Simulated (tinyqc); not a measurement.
Worked calculation: Pariser-Parr-Pople SCF with singles CI, for the molecule C=CC=CC=CC=C (SMILES; centres numbered as the heavy atoms are written). Computed by tinyqc, a small Python program that keeps every step. Settings: charge = 0, gamma = MN, start = core, damping = 0, iteration cap = 63, excitations kept = 9. Command: `OMP_NUM_THREADS=1 python tinyqc.py 26996 26997 out.jsonl` (the two numbers bound the seeds that draw the settings). One thread of a shared host (Intel(R) Xeon(R) Processor @ 2.60GHz), about 0.01 s of CPU time with the checks. Later iterations appear only in the table of the cycle.

## PPP integrals

Centres (angstrom, eV; a flat drawing with bonds scaled to 1.40 angstrom):
```
centre          x          y  core charge z          W   gamma_rr
1C      -4.252000  -0.231000              1  11.160000  11.130000
2C      -3.020000   0.434000              1  11.160000  11.130000
3C      -1.828000  -0.299000              1  11.160000  11.130000
4C      -0.596000   0.367000              1  11.160000  11.130000
5C       0.596000  -0.367000              1  11.160000  11.130000
6C       1.828000   0.299000              1  11.160000  11.130000
7C       3.020000  -0.434000              1  11.160000  11.130000
8C       4.252000   0.231000              1  11.160000  11.130000
```

Resonance integrals (eV):
```
i  j       beta
1  2  -2.390000
2  3  -2.390000
3  4  -2.390000
4  5  -2.390000
5  6  -2.390000
6  7  -2.390000
7  8  -2.390000
```

Mataga-Nishimoto: gamma = 14.399645/(R + a), a = 2 x 14.399645/(gamma_rr + gamma_ss); H_rr = -W_r - sum_(s != r) z_s gamma_rs; H_rs = beta for bonds.

repulsion gamma_rs (eV), lower triangle:
```
           1C         2C         3C         4C         5C         6C         7C         8C
1C  11.130000
2C   5.345504  11.130000
3C   3.872202   5.346849  11.130000
4C   2.880878   3.872231   5.344561  11.130000
5C   2.343816   2.881414   3.872202   5.345808  11.130000
6C   1.946733   2.343827   2.880878   3.872202   5.344561  11.130000
7C   1.680513   1.946998   2.343827   2.881414   3.872231   5.346849  11.130000
8C   1.467807   1.680513   1.946733   2.343816   2.880878   3.872202   5.345504  11.130000
```

core matrix H (eV), lower triangle:
```
            1C          2C          3C          4C          5C          6C          7C          8C
1C  -30.697454
2C   -2.390000  -34.577335
3C    0.000000   -2.390000  -36.767252
4C    0.000000    0.000000   -2.390000  -37.700911
5C    0.000000    0.000000    0.000000   -2.390000  -37.700911
6C    0.000000    0.000000    0.000000    0.000000   -2.390000  -36.767252
7C    0.000000    0.000000    0.000000    0.000000    0.000000   -2.390000  -34.577335
8C    0.000000    0.000000    0.000000    0.000000    0.000000    0.000000   -2.390000  -30.697454
```

## Starting guess

pi electrons, sum of z_r less the charge = 8

Orbitals of the core matrix H.

P at the start, lower triangle:
```
           1C         2C         3C         4C         5C        6C        7C        8C
1C   0.180466
2C   0.434456   1.101742
3C   0.215988   0.741126   1.160629
4C  -0.241869  -0.404206   0.546579   1.557164
5C   0.088557   0.091856  -0.221193   0.322073   1.557164
6C   0.074225   0.151520  -0.046240  -0.221193   0.546579  1.160629
7C  -0.125543  -0.202706   0.151520   0.091856  -0.404206  0.741126  1.101742
8C  -0.073127  -0.125543   0.074225   0.088557  -0.241869  0.215988  0.434456  0.180466
```

## Iteration 1: Fock matrix

F_rr = H_rr + P_rr gamma_rr / 2 + sum_(s != r) P_ss gamma_rs; F_rs = H_rs - P_rs gamma_rs / 2; E = tr P (H + F) / 2 + core repulsion sum_(r<s) z_r z_s gamma_rs.

F (eV), lower triangle:
```
           1C         2C         3C         4C         5C         6C         7C         8C
1C  -6.798088
2C  -3.551194  -5.590548
3C  -0.418175  -4.371343  -3.089457
4C   0.348397   0.782590  -3.850611  -1.630106
5C  -0.103781  -0.132338   0.428253  -3.250871  -1.630106
6C  -0.072248  -0.177568   0.066606   0.428253  -3.850611  -3.089457
7C   0.105488   0.197334  -0.177568  -0.132338   0.782590  -4.371343  -5.590548
8C   0.053668   0.105488  -0.072248  -0.103781   0.348397  -0.418175  -3.551194  -6.798088
```

pi energy = -88.597150 eV

## Iteration 1: orbitals and new P

Diagonalise F (the basis is taken as orthonormal) and form P = 2 sum c c over the lowest orbitals.

orbital energies (eV): -11.332702  -11.267829  -7.223528  -6.099846  -3.707045  -1.758481  2.156941  5.016092

P after iteration 1, lower triangle:
```
           1C         2C         3C         4C         5C         6C        7C        8C
1C   1.314084
2C   0.741524   0.945805
3C  -0.141356   0.640730   1.021699
4C  -0.485390   0.140781   0.686926   0.718413
5C  -0.070452  -0.043407   0.128197   0.412476   0.718413
6C   0.208141  -0.085650  -0.173355   0.128197   0.686926   1.021699
7C   0.079622  -0.035938  -0.085650  -0.043407   0.140781   0.640730  0.945805
8C  -0.203183   0.079622   0.208141  -0.070452  -0.485390  -0.141356  0.741524  1.314084
```

## Iteration 2: Fock matrix

As before.

F (eV), lower triangle:
```
           1C         2C         3C         4C         5C         6C         7C         8C
1C  -5.111830
2C  -4.371909  -5.530220
3C   0.273679  -4.102943  -6.596223
4C   0.699175  -0.272569  -4.225660  -7.192375
5C   0.082563   0.062537  -0.248203  -3.492508  -7.192375
6C  -0.202598   0.100374   0.249708  -0.248203  -4.225660  -6.596223
7C  -0.066903   0.034985   0.100374   0.062537  -0.272569  -4.102943  -5.530220
8C   0.149116  -0.066903  -0.202598   0.082563   0.699175   0.273679  -4.371909  -5.111830
```

pi energy = -97.408279 eV

## Iteration 2: orbitals and new P

As before.

orbital energies (eV): -14.238036  -12.370055  -10.262440  -8.231573  -3.681184  -1.729037  0.692314  0.958716

P after iteration 2, lower triangle:
```
           1C         2C         3C         4C         5C        6C        7C        8C
1C   0.935472
2C   0.850453   1.028913
3C   0.023225   0.518274   0.986127
4C  -0.428005  -0.025976   0.775643   1.049488
5C   0.009275  -0.075533  -0.026340   0.453410   1.049488
6C   0.228015   0.021829  -0.275457  -0.026340   0.775643  0.986127
7C  -0.016056   0.013108   0.021829  -0.075533  -0.025976  0.518274  1.028913
8C  -0.191061  -0.016056   0.228015   0.009275  -0.428005  0.023225  0.850453  0.935472
```

## Iteration 3: Fock matrix

As before.

F (eV), lower triangle:
```
           1C         2C         3C         4C         5C         6C         7C         8C
1C  -5.667837
2C  -4.663050  -5.603649
3C  -0.044967  -3.775566  -5.409174
4C   0.616515   0.050293  -4.462736  -5.324780
5C  -0.010869   0.108821   0.050998  -3.601921  -5.324780
6C  -0.221942  -0.025582   0.396779   0.050998  -4.462736  -5.409174
7C   0.013491  -0.012761  -0.025582   0.108821   0.050293  -3.775566  -5.603649
8C   0.140220   0.013491  -0.221942  -0.010869   0.616515  -0.044967  -4.663050  -5.667837
```

pi energy = -99.530374 eV

## Iteration 3: orbitals and new P

As before.

orbital energies (eV): -12.789426  -11.981900  -10.309290  -8.179469  -2.873260  -0.780960  0.888853  2.014571

P after iteration 3, lower triangle:
```
           1C         2C         3C         4C         5C         6C        7C        8C
1C   1.006899
2C   0.885758   0.995430
3C  -0.001568   0.457889   1.002164
4C  -0.377144   0.002375   0.805031   0.995507
5C  -0.001128  -0.073279   0.002210   0.451981   0.995507
6C   0.216351  -0.001685  -0.308935   0.002210   0.805031   1.002164
7C   0.001167   0.019236  -0.001685  -0.073279   0.002375   0.457889  0.995430
8C  -0.162282   0.001167   0.216351  -0.001128  -0.377144  -0.001568  0.885758  1.006899
```

## Convergence

Stop when output and input P, before any damping, agree to 1e-7.

Course of the cycle:
```
iteration        E (eV)  largest |P(out) - P(in)|
1          -88.59715009                  1.13e+00
2          -97.40827873                  3.79e-01
3          -99.53037409                  7.14e-02
4          -99.71996219                  2.72e-02
5          -99.74627325                  1.22e-02
6          -99.75147115                  5.48e-03
7          -99.75257186                  2.49e-03
8          -99.75281399                  1.14e-03
9          -99.75286874                  5.30e-04
10         -99.75288135                  2.59e-04
11         -99.75288429                  1.32e-04
12         -99.75288498                  6.66e-05
13         -99.75288514                  3.33e-05
14         -99.75288518                  1.65e-05
15         -99.75288519                  8.19e-06
16         -99.75288519                  4.04e-06
17         -99.75288519                  1.99e-06
18         -99.75288520                  9.77e-07
19         -99.75288520                  4.79e-07
20         -99.75288520                  2.35e-07
21         -99.75288520                  1.15e-07
22         -99.75288520                  5.63e-08
```

Converged in 22 iterations.

## Converged orbitals

Charges are z - P_rr.

orbital energies (eV): -12.984168  -11.996347  -10.418931  -8.398453  -2.791547  -0.771069  0.806347  1.794168

coefficients:
```
         MO1        MO2        MO3        MO4        MO5        MO6        MO7        MO8
1C  0.174051   0.326944   0.433038  -0.418680  -0.418680   0.433038  -0.326944  -0.174051
2C  0.300918   0.460150   0.404653  -0.184299   0.184299  -0.404653   0.460150   0.300918
3C  0.408242   0.390828  -0.051292   0.421855   0.421855  -0.051292  -0.390828  -0.408242
4C  0.460970   0.169186  -0.382234   0.335827  -0.335827   0.382234   0.169186   0.460970
5C  0.460970  -0.169186  -0.382234  -0.335827  -0.335827  -0.382234   0.169186  -0.460970
6C  0.408242  -0.390828  -0.051292  -0.421855   0.421855   0.051292  -0.390828   0.408242
7C  0.300918  -0.460150   0.404653   0.184299   0.184299   0.404653   0.460150  -0.300918
8C  0.174051  -0.326944   0.433038   0.418680  -0.418680  -0.433038  -0.326944   0.174051
```

pi charges: 1C 0.000000, 2C 0.000000, 3C 0.000000, 4C 0.000000, 5C 0.000000, 6C 0.000000, 7C 0.000000, 8C 0.000000

## Singles CI, singlets

Over the 9 single excitations with the smallest orbital gaps: A = (e_a - e_i) delta + 2 (ia|jb) - (ij|ab), with (pq|rs) = sum c_mp c_mq gamma_mn c_nr c_ns. f = 2/3 w |mu|^2 in atomic units, mu = sqrt2 sum c_ia sum_m c_mi c_ma R_m.

singlet CI matrix (eV), lower triangle:
```
           4>5        4>6       3>5        4>7       2>5       3>6        4>8       1>5
4>5   3.598999
4>6   0.000000   5.194142
3>5   0.000000   0.434696  5.194142
4>7   0.024070   0.000000  0.000000   6.478800
2>5  -0.024070   0.000000  0.000000  -0.541013  6.478800
3>6  -0.183572   0.000000  0.000000  -0.063575  0.063575  7.238714
4>8   0.000000  -0.103792  0.059031   0.000000  0.000000  0.000000   7.166684
1>5   0.000000  -0.059031  0.103792   0.000000  0.000000  0.000000  -0.615896  7.166684
3>7   0.000000  -0.379981  0.451026   0.000000  0.000000  0.000000   0.231197  0.154417

          3>7
3>7  8.391444
```

singlet excitation energies (eV): 3.589510  4.659167  5.627031  5.937787  6.514295  6.987873  7.280142  7.779980  8.532622

oscillator strengths: 2.143403  0.000000  0.000000  0.000000  0.000000  0.114089  0.211458  0.000000  0.000000

## Singles CI, triplets

Over the 9 single excitations with the smallest orbital gaps: A = (e_a - e_i) delta - (ij|ab), with (pq|rs) = sum c_mp c_mq gamma_mn c_nr c_ns.

triplet CI matrix (eV), lower triangle:
```
           4>5        4>6        3>5        4>7       2>5       3>6       4>8        1>5
4>5   1.159998
4>6   0.000000   3.471627
3>5   0.000000  -1.287818   3.471627
4>7   0.354830   0.000000   0.000000   4.986028
2>5  -0.354830   0.000000   0.000000   0.951758  4.986028
3>6  -1.287818   0.000000   0.000000  -1.018787  1.018787  5.236326
4>8   0.000000  -0.297309  -0.134486   0.000000  0.000000  0.000000  5.678505
1>5   0.000000   0.134486   0.297309   0.000000  0.000000  0.000000  0.872283   5.678505
3>7   0.000000  -1.018787  -0.187780   0.000000  0.000000  0.000000  1.117584  -0.731970

          3>7
3>7  7.017399
```

triplet excitation energies (eV): 0.784836  2.017297  3.108814  4.093573  4.764446  5.937787  6.513291  6.536943  7.929056
